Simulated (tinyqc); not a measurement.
## Gate work function from the charge

Question. For an undoped double gate, Q = 8 eps0 eps_r Vt beta tan(beta)/ts with 0 < beta < pi/2, and at the source (Vg - dphi)/(2 Vt) - ln[(2/ts) sqrt(2 eps0 eps_r Vt/(q ni))] = ln(beta) - ln(cos beta) + 2 r beta tan(beta), r = eps_r tox/(eox ts). Find beta and dphi.

Parameters, values chosen for the exercise; material values close to those of silicon: temperature T = 350 K; relative permittivity of the semiconductor eps_r = 11.9; relative permittivity of the gate insulator eox = 7.58; insulator thickness tox = 4.5 nm; body thickness ts = 12 nm; gate voltage Vg = 1.2 V.

Constants: q = 1.602176634e-19 C, kB = 1.380649e-23 J/K, Vt = kB T/q, eps0 = 8.8541878128e-14 F/cm where lengths are in cm. Results are converted to the units shown.

Qs = 1841.6608 nC/cm^2
ni = 2.5052526e11 cm^-3

Answer. beta tan(beta) rises from 0 without bound on the interval, so the charge fixes beta; the second relation is then explicit in dphi. At this charge the surface density passes 0.3 Nc, so the classical Boltzmann model is only formal.

beta = 1.410
dphi = -0.01000 V

Computed by the program tinyqc: `OMP_NUM_THREADS=1 python tinyqc.py 2440118 2440119 out.jsonl`, one thread of a shared Intel Xeon 2.30GHz, about 0.03 s for the whole run.
